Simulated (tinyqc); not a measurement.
# Worked calculation: read current of a NAND string, cells in series solved by shooting

Computed by the program tinyqc: `OMP_NUM_THREADS=1 python tinyqc.py 2142213 2142214 out.jsonl`, one thread of a shared Intel Xeon 2.30GHz, about 0.9 s for the whole run. Printed values are rounded.

Cells in series, numbered from 0 at the source line (0 V) to the bit line, each followed by a gap resistance Rg. A cell with gate Vg, threshold VT, source Vs and drain Vd passes I = 2 nf K Vt^2 [F(Vs) - F(Vd)]/(1 + th max(Vg - VT, 0)), F(V) = ln^2(1 + exp((Vg - VT - nf V)/(2 nf Vt))). The selected cell has Vg = Vr, the others Vg = Vp.

Parameters, values chosen for the exercise; values of the order met in vertical NAND strings:
- T = 300 K (temperature)
- K = 7.2 uA/V^2 (gain factor of a cell)
- nf = 1.2 (slope factor)
- th = 0.04 1/V (mobility reduction factor)
- Rg = 18 kohm (resistance of the gap between cells)
- Vbl = 0.7 V (bit-line voltage)
- Vp = 6.1 V (pass voltage)
- Vr = 1.65 V (read voltage on the selected word line)

Constants: q = 1.602176634e-19 C, kB = 1.380649e-23 J/K, Vt = kB T/q. Results are converted to the units shown.

## Step 1: node voltages for a trial current

first trial current = 1.3 uA
thresholds from the source end, cell 0 to 3 (V): -0.7  -0.7  -0.7  0.5

For a trial current I start at 0 V and, cell by cell (the selected one is cell 3), solve for the drain: sqrt(F(Vd)) = sqrt(F(Vs) - I/k), k = 2 nf K Vt^2/(1 + th max(Vg - VT, 0)), Vd = [Vg - VT - 2 nf Vt ln(exp(sqrt F) - 1)]/nf, then add I Rg.

node voltage after each cell and gap, trial 1, cell 0 to 3 (V): 0.0572758  0.114900  0.172881  0.432037

## Step 2: node voltages for a trial current

second trial current = 1.6 uA

As before.

node voltage after each cell and gap, trial 2, cell 0 to 3 (V): 0.0705222  0.141574  0.213174  0.577450

## Course of the secant iteration

Secant steps on the end voltage less Vbl, from the two trials; a trial above the saturation current of a cell has no solution and is moved halfway to the previous trial. Stop below 1e-9 V.

Course of the iteration:
```
iteration   I (uA)  end voltage - Vbl (V)  halvings
1          1.85283                 0.0534         0
2          1.77607                -0.0103         0
3          1.78845               -8.96e-4         0
4          1.78963                1.49e-5         0
5          1.78961               -2.15e-8         0
6          1.78961              -5.17e-13         0
```

Converged in 6 iterations to I = 1.7896 uA. The selected cell takes 61.3 % of the bit-line voltage and the gaps together 18.4 %.
